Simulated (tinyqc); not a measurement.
# Free and trapped electrons in a MOS channel with a dense trap tail, step by step

Computed by the program tinyqc: `OMP_NUM_THREADS=1 python tinyqc.py 2222113 2222114 out.jsonl`, one thread of a shared Intel Xeon 2.30GHz, about 0.02 s for the whole run. Printed values are rounded.

p-type body, charge-sheet picture, full ionisation (an idealisation for deep acceptors), Boltzmann statistics for free electrons. e = Ec - EF at the surface. Acceptor-like traps of density D(E) = D0 + De exp(-E/Ew) at depth E below Ec, from 0 to Eu, hold n_t = integral of D(E)/(1 + exp((e - E)/Vt)). psi = Eg - Vt ln(Nv/Na) - e; N_dep = sqrt(2 eps0 eps_r Na (psi - Vt)/q); n_f = sqrt(N_dep^2 + 2 eps0 eps_r Vt Nc exp(-e/Vt)/q) - N_dep; Vg = Vfb + psi + q (N_dep + n_t + n_f)/Cox, Cox = eps0 eox/tox.

Values chosen for this exercise; band and dielectric values close to those of gallium nitride: temperature T = 400 K; band gap Eg = 3.41 eV; relative permittivity eps_r = 9.53; conduction-band density of states at T Nc = 3.57e18 cm^-3; valence-band density of states at T Nv = 7.01e19 cm^-3; relative permittivity of the insulator eox = 3.9; insulator thickness tox = 79 nm; acceptor density Na = 3.7e15 cm^-3; flat-band voltage without trapped charge Vfb = -2.42 V; constant background density of acceptor-like traps D0 = 1.2e11 cm^-2 eV^-1; density of the tail at the conduction edge De = 3.7e12 cm^-2 eV^-1; decay energy of the tail Ew = 0.07 eV; depth below Ec down to which the traps reach Eu = 0.77 eV; mobility of free electrons mf = 130 cm^2/(V s); Ec - EF at the surface e = 0.149 eV.

Constants: q = 1.602176634e-19 C, kB = 1.380649e-23 J/K, Vt = kB T/q, eps0 = 8.8541878128e-14 F/cm where lengths are in cm. Results are converted to the units shown.

## Trapped charge

Trapezoid rule on 16 equal steps from 0 to Eu, f = 1/(1 + exp((e - E)/Vt)).

```
point,E (eV),D(E) f (cm^-2 eV^-1)
0,0,5.00061e10
1,0.0481250,1.00724e11
2,0.09625,1.87820e11
3,0.144375,2.75426e11
4,0.1925,2.77871e11
5,0.240625,2.23289e11
6,0.288750,1.76739e11
7,0.336875,1.49430e11
8,0.385,1.34978e11
9,0.433125,1.27570e11
10,0.481250,1.23815e11
11,0.529375,1.21920e11
12,0.5775,1.20966e11
13,0.625625,1.20486e11
14,0.673750,1.20244e11
15,0.721875,1.20123e11
16,0.77,1.20062e11
```

n_t = 1.18697e11 cm^-2

With 1600 steps n_t = 1.188e11 cm^-2; the coarse value is 0.12 % below it.

## Charges and gate voltage

psi, N_dep, n_f and Vg as defined, with the n_t given; free share n_f/(n_f + n_t); apparent mobility mf n_f/(n_f + n_t); gate voltage spent on traps q n_t/Cox.

psi = 2.92150 V
N_dep = 3.35434e11 cm^-2
n_f = 2.47169e10 cm^-2
Vg = 2.25668 V
free share = 17.2347 %
apparent mobility = 22.4051 cm^2/(V s)
gate voltage spent on traps = 0.435075 V
